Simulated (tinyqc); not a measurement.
Width of layer A: type-II superlattice in the two-band Kane model.

Motion along the axis, period d = a + b, c = hbar^2/2m0. Conduction and light-hole bands couple: (E - Ec)(E - Ev) = Ep c k^2 in each layer, with mass m(E) = (E - Ev)/Ep, which may be negative. The conduction envelope psi and psi'/m(E) are continuous; a layer carries them by [[cos kt, (m/k) sin kt], [-(k/m) sin kt, cos kt]] (cosh and sinh for k^2 < 0), and cos(q d) = tr(M_B M_A)/2. C1 is the first miniband above EvB, with its bottom at tr/2 = +1 and its top at -1; the gap is the bottom of C1 less the top heavy-hole level HH1.

Heavy holes are uncoupled: with e = EvB - E, p = sqrt(mhB e/c), w = sqrt(mhA (EvB - EvA - e)/c), the top level HH1 at q = 0 solves (p/mhB) tan(p b/2) = (w/mhA) tanh(w a/2).

Constants: hbar^2/2m0 = 3.80998211 eV angstrom^2; hc = 1239.841984 eV nm.

Values chosen for the exercise (near those of an InAs/GaSb superlattice; not measured data):
- b = 25 angstrom (layer B)
- EcA = 0 eV (conduction edge of A)
- EvA = -0.414 eV (valence edge of A)
- EcB = 0.935 eV (conduction edge of B)
- EvB = 0.112 eV (valence edge of B)
- EpA = 14.1 eV (coupling energy in A)
- EpB = 17.8 eV (coupling energy in B)
- mhA = 0.34 m0 (heavy hole in A)
- mhB = 0.28 m0 (heavy hole in B)
- As = (21, 29, 34, 46, 52, 63, 75) angstrom (widths of layer A)

Bottom of C1 (tr/2 = +1, above EvB), HH1, the gap and hc/gap; widths at which C1 no longer starts above EvB are left out.

Results:

| a (angstrom) | C1 (eV) | HH1 (eV) | gap (meV) | cut-off (micrometre) |
|---|---|---|---|---|
| 21 | 0.4157 | 0.0126 | 403.1 | 3.08 |
| 29 | 0.3223 | 0.0113 | 311.0 | 3.99 |
| 34 | 0.2791 | 0.0110 | 268.0 | 4.63 |
| 46 | 0.2051 | 0.0109 | 194.2 | 6.38 |
| 52 | 0.1787 | 0.0109 | 167.8 | 7.39 |
| 63 | 0.1419 | 0.0109 | 131.1 | 9.46 |
| 75 | 0.1134 | 0.0109 | 102.5 | 12.10 |

From a = 21 to 75 angstrom C1 falls by 302 meV while HH1 moves by -1.8 meV, so layer A tunes the gap, from 403 to 102 meV. The cut-off shifts by 0.114 micrometre per angstrom at the thin end and 0.220 at the thick end: long wavelengths need tight control of the thickness.

Run: tinyqc, `OMP_NUM_THREADS=1 python tinyqc.py 1251210 1251211 out.jsonl`; Intel(R) Xeon(R) Processor @ 2.30GHz, one thread, shared host; about 0.02 s of CPU time with all checks.
